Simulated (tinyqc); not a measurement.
Dead time and true rate from two light levels.

Problem. A non-paralysable detector measures m = n/(1 + n td); dark counts are negligible. Find td and the true rate at the lower flux.

measured rates at a photon flux and at four times that flux (1/s): [1.1538462e7, 2.7272727e7]

Solution. 1/m = 1/n + td, so the difference of the inverse rates is 3/(4 n).

td = 20.00 ns
n = 1.500e7 1/s

Computed by the program tinyqc: `OMP_NUM_THREADS=1 python tinyqc.py 2630040 2630041 out.jsonl`, one thread of a shared Intel Xeon 2.30GHz, about 0.01 s for the whole run.
